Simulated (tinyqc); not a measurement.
Deal-Grove kinetics of thermal oxidation of silicon: one step, computed by the program tinyqc. Command: `OMP_NUM_THREADS=1 python tinyqc.py 3015566 3015567 out.jsonl oxide walk`. One thread of a shared host (Intel(R) Xeon(R) Processor @ 2.30GHz), about 0.08 s of CPU time with the checks.

Oxidant diffuses through the oxide and reacts at the interface, so that dx/dt = B/(A + 2x) for the oxide thickness x.

Task: Thickness after the oxidation. tau = (x_i^2 + A x_i)/B and x = (A/2) [sqrt(1 + 4 B (t + tau)/A^2) - 1], the root of x^2 + A x = B (t + tau). Silicon consumed is 0.44 times the oxide grown; the rate is B/(A + 2x).

Inputs (values chosen for the exercise, close to those used for silicon): temperature T = 975 C; initial oxide x_i = 0.01 um; time t = 0.26 h.

Ambient: dry oxygen. Surface: (100).

length A = 0.2468167 um

parabolic constant B = 0.006594846 um^2/h

Give: tau; oxide thickness x; silicon consumed; final growth rate.

Result:

tau = 0.3894 h

oxide thickness x = 0.01628 um

silicon consumed = 0.002763 um

final growth rate = 0.02361 um/h

2x/A = 0.132: the interface reaction limits the rate.
